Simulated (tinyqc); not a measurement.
Worked calculation: Gupta-type many-body potential for a metal. Computed by tinyqc, a small Python program that keeps every step. Command: `OMP_NUM_THREADS=1 python tinyqc.py 3031149 3031150 out.jsonl gupta walk`. One thread of a shared host (Intel(R) Xeon(R) Processor @ 2.30GHz), about 0.01 s of CPU time with the checks. Intermediate numbers are printed to about 7 digits and carried at full precision; extremes and crossings named in words are read from the listed rows.

E_i = sum_j A exp(-p (r_ij/r0 - 1)) - xi rho_i^gamma, with rho_i = sum_j exp(-2 q (r_ij/r0 - 1)); gamma = 1/2 is the tight-binding second-moment form. The crystal is fcc unless stated; d is the neighbour distance and a fixed number of shells is kept.

Inputs (values chosen for the exercise, modelled on aluminium):
```
quantity                  value      unit
repulsion A               0.123        eV
hopping xi                 1.35        eV
decay p                    8.43         -
decay q                    2.56         -
reference distance r0     2.864  angstrom
shells kept                   1         -
embedding exponent gamma    0.5         -
```

Surface: (100).

Constants: 1 eV/angstrom^3 = 160.2176634 GPa; 1 eV/angstrom^2 = 16.02176634 J/m^2.

## Equilibrium of the fcc crystal

fcc shells: d sqrt(k), k = 1..5, with 12, 6, 24, 12, 24 atoms; Omega = d^3/sqrt2. Equilibrium: dE/dd = 0; B = d^2 E''(d)/(9 Omega).

neighbour distance d = 2.882817 angstrom

lattice constant = 4.076919 angstrom

cohesive energy E_c = 3.202065 eV

bulk modulus B = 73.57283 GPa

## Shell terms at equilibrium

Repulsion and density of one neighbour in each shell, and their sums.

Shells:
```
shell  count  r (angstrom)  repulsion (eV)    density
1         12      2.882817       0.1163726  0.9669199
```

repulsive energy = 1.396471 eV

density rho = 11.60304

The band term is -xi rho^gamma = -4.5985 eV; with the repulsion it gives -E_c.

## Unrelaxed vacancy

Each neighbour j of the vacancy loses one repulsive term and one density term: E_v = sum_shells count x {-repulsion - xi [(rho - density)^gamma - rho^gamma]}. (The removed atom returns to a bulk-like site, so its own energy cancels.)

vacancy energy E_v = 0.9528046 eV

ratio E_v/E_c, E_c = xi rho^gamma less the repulsive energy = 0.2975594

A pair potential gives E_v = E_c; here the ratio is 0.30, as the remaining bonds of the neighbours strengthen when one is lost.

## Elastic constants

Second derivatives of E/Omega at equilibrium under homogeneous strain: e_xx = h gives C11; e_xx = -e_yy = h gives 2 (C11 - C12); e_xy = e_yx = h/2 gives C44.

C11 = 94.31611 GPa

C12 = 63.20119 GPa

C44 = 31.11491 GPa

Cauchy pressure C12 - C44 = 32.08628 GPa

C12/C44 = 2.03; pair forces would give 1. The excess comes from the curvature of the embedding term.

## The (100) surface

Cut the crystal without relaxation; an atom in layer l keeps the neighbours that lie below the surface plane. Excess = E_i + E_c. Surface energy = sum of excesses over the layers, divided by the area per surface atom: (sqrt3/2) d^2 for (111), d^2 for (100), sqrt2 d^2 for (110).

Layers:
```
layer  nearest neighbours  repulsion (eV)       rho  excess (eV)
1                       8       0.9309809  7.735359    0.3783567
```

excess per surface atom = 0.3783567 eV

surface energy = 0.7294200 J/m^2

## Three surfaces against bond counting

Bond counting with pair bonds charges E_c/12 for each missing nearest neighbour: 3, 4 and 6 per surface cell.

Surfaces:
```
face   missing bonds  excess (eV)  bond counting (eV)      ratio  surface energy (J/m^2)
(111)              3    0.2669692            0.800516  0.3334963               0.5943014
(100)              4    0.3783567            1.067355  0.3544807               0.7294200
(110)              6    0.5838836            1.601033  0.3646919               0.7959530
```

The order of surface energies is (111) < (100) < (110), with (110)/(111) = 1.339 against 1.225 from counting first-neighbour bonds. The excess is 0.33 to 0.36 of the bond-counting value: atoms with fewer neighbours have stronger bonds. Caution: relaxation, left out here, lowers surface energies. Caution: fitted second-moment potentials usually give surface energies well below measured ones.

## Energy against coordination

Nearest neighbours only, z equal bonds relaxed to their best length: r/r0 = 1 + ln[A p z^(1 - gamma)/(2 q gamma xi)]/(p - 2 q gamma), E = z A exp(-p (r/r0 - 1)) - xi [z exp(-2 q (r/r0 - 1))]^gamma.

Relaxed bonds:
```
z   r (angstrom)  E per atom (eV)   E/z (eV)
1       2.276618        -1.589145  -1.589145
2       2.445713        -1.932131  -0.966066
3       2.544627        -2.166128  -0.722043
4       2.614808        -2.349144  -0.587286
6       2.713722        -2.633644  -0.438941
8       2.783903        -2.856161  -0.357020
9       2.812636        -2.952600  -0.328067
12      2.882817        -3.202065  -0.266839
```

Bonds lengthen from 2.277 to 2.883 angstrom between z = 1 and 12, and |E| grows as z^0.282, the exponent gamma (p - 2q)/(p - 2 q gamma) = 0.282; pair bonds would give z^1 at a fixed length.

Checks made by the program: closed form for one shell, E_c = xi rho^gamma (1 - 2 q gamma/p) (relative difference 5e-10); sum of the shell terms (relative difference below 1e-10); (C11 + 2 C12)/3 against B (relative difference below 1e-10).
